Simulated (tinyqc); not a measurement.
Single-oscillator infrared dielectric function of a polar cubic crystal: one step, computed by the program tinyqc. Command: `OMP_NUM_THREADS=1 python tinyqc.py 3020557 3020558 out.jsonl infrared walk`. One thread of a shared host (Intel(R) Xeon(R) Processor @ 2.30GHz), about 0.01 s of CPU time with the checks.

One ion pair, charges +Z* and -Z*, in a cell of volume Omega = a^3. Frequencies omega are given as wavenumbers (1/cm); eps_s is the static dielectric constant.

Problem. Surface and particle modes. Without damping, eps(omega) = -x eps_m gives omega^2 = omega_TO^2 (eps_s + x eps_m)/(eps_inf + x eps_m): x = 1 for a flat surface at large wave vector, x = 2 for the dipole mode of a small sphere. The reflectivity R for light from vacuum (not from the medium eps_m) vanishes where eps = 1, omega^2 = omega_TO^2 (eps_s - 1)/(eps_inf - 1).

Inputs (values chosen for the exercise, modelled on caesium chloride): omega_TO = 98.8 1/cm; eps_inf = 2.63; eps_m of the surrounding medium = 3.9.

Structure: caesium chloride. Free carriers: absent.

eps_s = 6.982862

Give: surface mode; sphere mode; zero of R.

Solution.

surface mode = 127.5 1/cm

sphere mode = 117.6 1/cm

zero of R = 189.3 1/cm
